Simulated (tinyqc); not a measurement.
# An infinitely deep well in a field (quantum-confined Stark shift), Airy functions: two studies

Hard walls at x = -L/2 and +L/2; between them U(x) = -F x (eV, zero at the centre). C = hbar^2/(2 m0), e = (C F^2/m1)^(1/3), z1 = (F L/2 - E)/e at the left wall and z2 = (-F L/2 - E)/e at the right wall. Levels are the roots of D(E) = Ai(z1) Bi(z2) - Ai(z2) Bi(z1).

Inputs (values chosen for the exercise): mass m1 = 0.19 m0; well width L = 12 nm; field F = 0.0044 V/nm.

Constants: q = 1.602176634e-19 C, hbar = 1.054571817e-34 J s, m0 = 9.1093837015e-31 kg, hbar^2/(2 m0) = 0.0380998212 eV nm^2. Results are converted to the units shown.

Each table varies one quantity; the others keep the values above.

## The Stark shift against well width

Exact shifts E_n(F) - E_n(0) from the roots of D; <x> = -dE_1/dF. E_n(0) = C (n pi/L)^2/m1; second-order shift m1 F^2 L^4 (1 - 15/(pi n)^2)/(48 C pi^2 n^2).

Result of one run:
columns A: L (nm); B: F L/E_1(0); C: shift of level 1 (meV); D: second order, 1 (meV); E: shift of level 2 (meV); F: second order, 2 (meV); G: <x> of level 1 (nm)
```
A         B        C        D        E        F       G
6.8  0.6991  -0.2263  -0.2265  0.06733  0.06755  0.1028
```

What becomes of these results when the well width L is changed from 6.8 to 11.3 nm, all else the same?

Result of the changed run:
columns A: L (nm); B: F L/E_1(0); C: shift of level 1 (meV); D: second order, 1 (meV); E: shift of level 2 (meV); F: second order, 2 (meV); G: <x> of level 1 (nm)
```
A         B       C       D       E       F       G
11.3  3.208  -1.694  -1.727  0.4828  0.5151  0.7554
```

The whole series:
columns A: L (nm); B: F L/E_1(0); C: shift of level 1 (meV); D: second order, 1 (meV); E: shift of level 2 (meV); F: second order, 2 (meV); G: <x> of level 1 (nm)
```
A          B        C        D        E        F       G
6.8   0.6991  -0.2263  -0.2265  0.06733  0.06755  0.1028
7.9    1.096  -0.4117  -0.4126   0.1221   0.1230  0.1867
9      1.621  -0.6915  -0.6951   0.2038   0.2073  0.3127
10.2   2.359   -1.134   -1.147   0.3301   0.3419  0.5102
11.3   3.208   -1.694   -1.727   0.4828   0.5151  0.7554
12.4   4.239   -2.423   -2.505   0.6679   0.7469   1.067
13.5   5.470   -3.336   -3.519   0.8738    1.049   1.443
14.6   6.919   -4.440   -4.813    1.078    1.435   1.877
```

The shift of level 1 falls from -0.226 to -4.44 meV, as L^(3.99) between the first two rows and L^(3.65) between the last two (second order: power 4). Second order is 0.096 % above it in size in the first row and 8.4 % above it in the last. The shift of level 2 rises from 0.0673 to 1.08 meV.

## The Stark shift against field

Same model as above.

The Stark shift against field:
columns A: F (V/nm); B: F L/E_1(0); C: shift of level 1 (meV); D: second order, 1 (meV); E: shift of level 2 (meV); F: second order, 2 (meV); G: <x> of level 1 (nm)
```
A           B        C        D        E        F       G
0.0012  1.048  -0.1630  -0.1634  0.04838  0.04872  0.2711
0.0017  1.484  -0.3265  -0.3279  0.09642  0.09779  0.3825
0.0023  2.008  -0.5956  -0.6002   0.1745   0.1790  0.5139
0.0032  2.794   -1.145   -1.162   0.3298   0.3465  0.7050
0.0044  3.842   -2.137   -2.197   0.5974   0.6551  0.9459
0.006   5.239   -3.889   -4.085    1.029    1.218   1.238
0.0083  7.247   -7.162   -7.817    1.705    2.331   1.597
0.011   9.604   -11.95   -13.73    2.405    4.094   1.935
0.016   13.97   -22.83   -29.05    2.894    8.662   2.386
```

The shift of level 1 falls from -0.163 to -22.8 meV, as F^(1.99) between the first two rows and F^(1.73) between the last two (second order: power 2). Second order is 0.22 % above it in size in the first row and 27 % above it in the last. The shift of level 2 rises from 0.0484 to 2.89 meV.

Program tinyqc, `OMP_NUM_THREADS=1 python tinyqc.py 2580026 2580027 out.jsonl`; Intel Xeon 2.30GHz, shared host, one thread, about 0.02 s.
